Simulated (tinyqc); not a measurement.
# Conduction-band offset of an n-N heterojunction from carrier-profile moments: an error in the interface position

Layer 1 (x < 0) accumulates electrons and layer 2 (x > 0) is depleted. Boltzmann statistics. The bands bend down by V1 in layer 1 and up by V2 in layer 2, with V1 + V2 = VD = dE + Vt ln[(N2/Nc2)/(N1/Nc1)].

A C-V profile smears n(x) but keeps its zeroth and first moments: si = -int (N - n) dx, VD = (q/(eps0 eps_r)) int (N - n) x dx, dE = VD - Vt ln[(N2/Nc2)/(N1/Nc1)]. With the step of N placed at xi and the moment taken about xi, VD changes by (q/(eps0 eps_r)) [si xi + (N2 - N1) xi^2/2] and si by (N2 - N1) xi.

Values chosen for this exercise; values of the order of III-V alloys:
```
symbol,value,unit,meaning
eps_r,11.8,,relative permittivity of both layers
N1,3e15,cm^-3,donor density in layer 1
N2,1.1e16,cm^-3,donor density in layer 2
si,0,cm^-2,fixed charge at the interface
```

Constants: q = 1.602176634e-19 C, eps0 = 8.8541878128e-14 F/cm where lengths are in cm. Results are converted to the units shown.

An error in the interface position:
```
xi (nm)	error of si (cm^-2)	error of dE (meV)
-30	-2.400e10	5.521
-22.5	-1.800e10	3.105
-15	-1.200e10	1.380
-7.5	-6.000e9	0.3450
0	0	0
7.5	6.000e9	0.3450
15	1.200e10	1.380
22.5	1.800e10	3.105
30	2.400e10	5.521
```

Among the rows the error of dE lies between 0 and 5.52 meV, quadratic in xi, since without interface charge the first-order term vanishes; the error of si is linear, 8.00e8 cm^-2 a nanometre.

Numbers from tinyqc (`OMP_NUM_THREADS=1 python tinyqc.py 2410132 2410133 out.jsonl`; about 0.1 s on one thread of a shared Intel Xeon 2.30GHz).
